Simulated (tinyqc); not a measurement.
Convergence with the size of the ring: vibrations of a mass or spring defect in a linear chain. Computed by tinyqc, a small Python program. Command: `OMP_NUM_THREADS=1 python tinyqc.py 3031628 3031629 out.jsonl localmode walk`. One thread of a shared host (Intel(R) Xeon(R) Processor @ 2.30GHz), about 0.01 s of CPU time with the checks.

A ring of N atoms with nearest-neighbour springs k and motion along the chain. Atom 1 is the defect, of mass M', and its two springs are k'. Odd sites are A (the defect replaces an A atom), even sites B.

Inputs (values chosen for the exercise, for a model chain): spring constant k = 1.57 eV/angstrom^2; mass M_A = 116 u; mass M_B = 227 u; defect mass M' = 26.5 u; spring ratio k'/k at the defect = 1.

Host: diatomic.

Constants: nu for 1 eV/(angstrom^2 u) = 15.6333042 THz.

Method:
- Host bands: lambda from 0 to 2k/M(heavy) and from 2k/M(light) to 2k (1/M_A + 1/M_B).
- nu = 15.6333042 THz x sqrt(lambda), lambda in eV/(angstrom^2 u).
- D_ii = (sum of the two springs at i)/M_i, D_ij = -k_ij/sqrt(M_i M_j) for neighbours, closed into a ring.
- The same matrix for 120 atoms; amplitudes are the mass-weighted eigenvector, in size, relative to the defect, for the highest mode; its weight is the squared component of the normalised eigenvector on the defect.

band edges (THz): [0.00000, 1.83867, 2.57209, 3.16170]

ratio to the top of the host band = 1.75424

highest frequency, long ring = 5.54637 THz

weight of the highest mode on the defect = 0.937145

Highest mode:
```
N    frequency (THz)  weight on the defect  modes outside the bands
4             5.5477               0.93565                        1
6             5.5464               0.93712                        1
8             5.5464               0.93714                        1
12            5.5464               0.93714                        1
20            5.5464               0.93714                        1
40            5.5464               0.93714                        1
80            5.5464               0.93714                        1
120           5.5464               0.93714                        1
```

The local mode is within 0.01 % of its final value from N = 6 on, and its weight on the defect settles at 0.937: a bound mode needs only a cell larger than its decay length.

Extremes, crossings and ranges named in words are read from the listed rows.
